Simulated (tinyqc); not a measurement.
Self-heating of a transistor with one or more fingers, with temperature-dependent conductivity. Inputs raised by 2 %, one at a time. Computed by tinyqc, a small Python program. Command: `OMP_NUM_THREADS=1 python tinyqc.py 3019892 3019893 out.jsonl selfheat sens`. One thread of a shared host (Intel(R) Xeon(R) Processor @ 2.30GHz), about 0.2 s of CPU time with the checks.

N long parallel fingers lie on the top face of a slab whose bottom is held at T_0; the top is otherwise insulated, and heat flows in two dimensions. P in W/mm is 1000 P in W/m.

Inputs (values chosen for the exercise, modelled on sapphire):
```
quantity                                      value           unit
conductivity at the base temperature kappa_0   29.2        W/(m K)
exponent m in kappa ~ T^-m                     1.21              -
base temperature T_0                            358              K
power per gate width P                         0.55           W/mm
fingers N                                         8              -
finger pitch s                                   25     micrometre
width of the heat source w                      1.7     micrometre
substrate thickness t                            86     micrometre
phonon free path Lambda                          18             nm
heat capacity C                                3.02  1e6 J/(m^3 K)
pulse length                                    9.3    microsecond
power coefficient beta                         0.61         1e-3/K
```

Power: power rises with temperature.

Method:
- A line source of power P on the top face raises the top at distance x by (P/(pi kappa_0)) g(x), g(x) = -ln tanh(pi x/(4 t)) (the image sum for the slab). On a strip of width w the centre sees the mean of g over the strip, g_0 = 1 + ln(8 t/(pi w)) for w much below t.
- theta_i = (P/(pi kappa_0)) [g_0 + sum over j != i of g(|i - j| s)], with equal powers and constant conductivity; thermal resistance = largest theta/P.
- Kirchhoff transformation for kappa = kappa_0 (T/T_0)^-m: T = T_0 [1 - (m - 1) theta/T_0]^(-1/(m - 1)), where theta is the linear rise.
- The bracket vanishes at the power P T_0/((m - 1) theta).
- Near a source smaller than the free path, Fourier's law overstates the flow. Rough estimate: a strip that emits phonons into a half space adds a resistance times area of 4 Lambda/(3 kappa_0), from the ballistic flux C v Delta T/4 with kappa_0 = C v Lambda/3, so Delta T_b = 4 Lambda P/(3 kappa_0 w); Knudsen number Lambda/w.
- The power follows P [1 + beta (T - T_0)] with T the peak temperature, for all fingers alike. Start at T_0 and repeat; stop when T changes by less than 1e-6 K, after 50 steps, or when the bracket falls below 0.05.
- After switching on, theta(tau) = (P D/kappa_0) int_0^tau X(u) Z(u) du at the hottest finger, D = kappa_0/C; X = sum over fingers at distance x of [erf((x + w/2)/r) - erf((x - w/2)/r)]/(2 w), Z = sum_(j=-200..200) (-1)^j exp(-(2 j t/r)^2)/sqrt(pi D u), r = 2 sqrt(D u); trapezoid rule on 300 points evenly spaced in ln u from u_0 = 1e-3 min(tau, w^2/D) to tau, plus the exact piece 2 sqrt(u_0/(pi D))/w below u_0. Conductivity and power are held at their base values here, and Fourier's law is used even where the diffusion length is near a phonon free path.

Runs; columns: (1) input moved; (2) from; (3) to; (4) peak temperature with feedback (K); (5) ballistic rise Delta T_b (K); (6) linear rise after the pulse (K); (7) true rise / linear rise:
```
(1)                                                      (2)     (3)     (4)      (5)     (6)     (7)
base run                                                   -       -  443.73  0.26591  23.311  1.1331
conductivity at the base temperature kappa_0 (W/(m K))  29.2  29.784  441.71  0.26070  22.933  1.1302
power per gate width P (W/mm)                           0.55   0.561  445.80  0.27123  23.777  1.1360
finger pitch s (micrometre)                               25    25.5  442.74  0.26591  23.270  1.1317
width of the heat source w (micrometre)                  1.7   1.734  443.56  0.26070  23.192  1.1328
substrate thickness t (micrometre)                        86   87.72  444.90  0.26591  23.311  1.1347
phonon free path Lambda (nm)                              18   18.36  443.73  0.27123  23.311  1.1331
power coefficient beta (1e-3/K)                         0.61  0.6222  443.83  0.26591  23.311  1.1331
```

Exponents ln(y'/y) / ln(x'/x):
```
input                                         peak temperature with feedback  ballistic rise Delta T_b  linear rise after the pulse  true rise / linear rise
conductivity at the base temperature kappa_0                          -0.230                        -1                       -0.826                   -0.128
power per gate width P                                                 0.235                         1                        1.000                    0.131
finger pitch s                                                        -0.112                         0                       -0.089                   -0.062
width of the heat source w                                            -0.020                        -1                       -0.258                   -0.011
substrate thickness t                                                  0.133                         0                        0.000                    0.074
phonon free path Lambda                                                0.000                         1                        0.000                    0.000
power coefficient beta                                                 0.012                         0                        0.000                    0.000
```

Among the inputs moved here: peak temperature with feedback answers most in size to power per gate width P (exponent +0.235), next to conductivity at the base temperature kappa_0 (-0.230); its exponent is below 0.0005 for phonon free path Lambda. Ballistic rise Delta T_b answers most in size to conductivity at the base temperature kappa_0 (exponent -1.000), and about equally to power per gate width P (+1.000), width of the heat source w (-1.000), phonon free path Lambda (+1.000); its exponent is below 0.0005 for finger pitch s, substrate thickness t, power coefficient beta. Its exponent -1.000 in width of the heat source w: the ballistic term goes as the flux P/w. Linear rise after the pulse answers most in size to power per gate width P (exponent +1.000), next to conductivity at the base temperature kappa_0 (-0.826); its exponent is below 0.0005 for substrate thickness t, phonon free path Lambda, power coefficient beta. True rise / linear rise answers most in size to power per gate width P (exponent +0.131), next to conductivity at the base temperature kappa_0 (-0.128); its exponent is below 0.0005 for phonon free path Lambda, power coefficient beta.

Extremes, crossings and ranges named in words are read from the listed rows.
